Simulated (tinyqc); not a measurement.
Haynes-Shockley experiment: drift, diffusion and decay of a minority-carrier pulse: one step, computed by the program tinyqc. Command: `OMP_NUM_THREADS=1 python tinyqc.py 3111814 3111815 out.jsonl haynes walk`. One thread of a shared host (Intel(R) Xeon(R) Processor @ 2.30GHz), about 0.01 s of CPU time with the checks.

A thin sheet of excess carriers is made at x = 0, t = 0 in a long uniform bar; injection is low, so the pulse moves with the minority mobility.

Problem. Transport coefficients. D = mu k_B T/e, v = mu F. Transit time d/v, diffusion length sqrt(D tau), drift length v tau, Peclet number v d/D = e F d/(k_B T).

Inputs (values chosen for the exercise, modelled on electrons in p-type germanium in a lightly doped bar):
```
quantity                     value         unit
minority mobility mu          4370   cm^2/(V s)
lifetime tau                   250  microsecond
temperature T                  300            K
field F                        5.8         V/cm
distance d to the collector    0.5           cm
```

Constants: k_B = 8.617333262e-05 eV/K.

Give: D; drift velocity v; transit time d/v; diffusion length; drift length v tau; Peclet number.

Solution.

D = 112.97 cm^2/s

drift velocity v = 25346 cm/s

transit time d/v = 19.727 microsecond

diffusion length = 1680.6 micrometre

drift length v tau = 6.3365 cm

Peclet number = 112.18

The pulse must travel 0.0789 drift lengths.
